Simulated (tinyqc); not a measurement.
Tuning the antireflection layer: standing waves and exposure in a photoresist film.

Normal incidence from air. Unexposed resist: N1 = n1 + i k1 with k1 = (A + B) lam/(4 pi), lam in micrometres. r01 = (1 - N1)/(1 + N1), t01 = 2/(1 + N1). Below the resist lie the layer Na = na + i ka and the substrate Ns = ns + i ks: r12 = (r1a + ras x)/(1 + r1a ras x), x = exp(4 pi i Na da/lam), r1a = (N1 - Na)/(N1 + Na), ras = (Na - Ns)/(Na + Ns). With p = exp(2 pi i N1 d/lam), the field at depth z is E(z) = t01 [exp(2 pi i N1 z/lam) + r12 p^2 exp(-2 pi i N1 z/lam)]/(1 + r01 r12 p^2), the relative intensity I(z) = n1 |E(z)|^2 and the reflectance R = |(r01 + r12 p^2)/(1 + r01 r12 p^2)|^2.

Inputs chosen for the exercise (a resist on Cu, indices near tabulated ones; the results hold for these values, not for the real material):

| symbol | value | unit | meaning |
|---|---|---|---|
| lam | 248 | nm | vacuum wavelength |
| n1 | 1.759 |  | resist index |
| A | 0.15 | 1/micrometre | bleachable absorption (Dill A) |
| B | 1 | 1/micrometre | fixed absorption (Dill B) |
| d | 433 | nm | resist thickness |
| ns | 1.449 |  | substrate n |
| ks | 1.826 |  | substrate k |
| na | 1.807 |  | n of the bottom antireflection layer |
| ka | 0.419 |  | its k |

da takes the values listed; the contrast is (Imax - Imin)/(Imax + Imin) over the lowest period of the resist (60 depths).

Results:

| da (nm) | \|r12\|^2 | contrast |
|---|---|---|
| 0 | 0.2442 | 0.759 |
| 10 | 0.1558 | 0.650 |
| 20 | 0.0631 | 0.445 |
| 30 | 0.0120 | 0.225 |
| 40 | 0.0048 | 0.155 |
| 50 | 0.0212 | 0.288 |
| 60 | 0.0372 | 0.336 |
| 75 | 0.0332 | 0.320 |
| 90 | 0.0120 | 0.190 |
| 110 | 0.0068 | 0.137 |
| 140 | 0.0169 | 0.226 |

|r12|^2 starts at 0.2442 and is lowest, 0.0048, at 40 nm of those listed, where the contrast is 0.155 against 0.759. The contrast follows 2|r|/(1 + |r|^2), so even |r12|^2 = 0.01 leaves about 0.2. Values below 0.01 occur at 40 and 110 nm.

tinyqc: `OMP_NUM_THREADS=1 python tinyqc.py 1650476 1650477 out.jsonl`; about 0.01 s, one thread, shared Intel(R) Xeon(R) Processor @ 2.30GHz.
